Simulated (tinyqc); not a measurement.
The decay curve: photoconductance decay in a wafer: bulk and surface recombination modes, and iron detection by pair splitting. Computed by tinyqc, a small Python program. Command: `OMP_NUM_THREADS=1 python tinyqc.py 3112275 3112276 out.jsonl pcd walk`. One thread of a shared host (Intel(R) Xeon(R) Processor @ 2.30GHz), about 0.01 s of CPU time with the checks.

Both faces of the wafer have the same S; injection is low and all coefficients are constant. x runs from -W/2 to W/2.

Inputs (values chosen for the exercise, modelled on p-type silicon):
```
quantity                          value         unit
thickness W                         525   micrometre
diffusivity D                      20.3       cm^2/s
bulk lifetime tau_b without iron    110  microsecond
surface recombination velocity S    170         cm/s
absorption coefficient alpha         10         1/cm
```

Method:
- Even modes cos(a x) obey b tan b = S W/(2 D) with b = a W/2, odd modes sin(a x) obey -b cot b = S W/(2 D); each decays at the rate 1/tau_b + D a^2.
- tau_eff is the decay time of the first mode. The surface time is 1/(D a^2) of that mode; shortcuts for it are W/(2 S), W^2/(pi^2 D) and their sum, whose error is sum/surface time - 1.
- Light from one face makes n(x, 0) proportional to exp(-alpha (x + W/2)). Only even modes carry the thickness average: weight c_n = [sin b/b] int n cos(a x) dx / (int cos^2(a x) dx x mean n), with int exp(-alpha (x + W/2)) cos(a x) dx = [alpha cos b (1 - E) + a sin b (1 + E)]/(alpha^2 + a^2), E = exp(-alpha W), and int cos^2 = W/2 + sin(2 b)/(2 a).
- Mean density = sum_n c_n exp(-t/tau_n) over 60 modes; the local decay time is -1/(d ln n/dt).

W^2/(pi^2 D) = 13.7570 microsecond

tau_eff = 66.1410 microsecond

Decay:
```
t / (W^2/(pi^2 D))  t (microsecond)  mean density/start  local decay time (microsecond)
0.02                          0.275             0.99572                          64.348
0.05                          0.688             0.98937                          64.704
0.10                          1.376             0.97894                          65.053
0.20                          2.751             0.95852                          65.455
0.50                          6.878             0.90021                          65.943
1.00                         13.757             0.81118                          66.115
2.00                         27.514             0.65884                          66.141
```

What does the comparison show, and why?

The local decay time goes from 64.3 to 66.1 microsecond against tau_eff = 66.1. Higher modes matter little here.
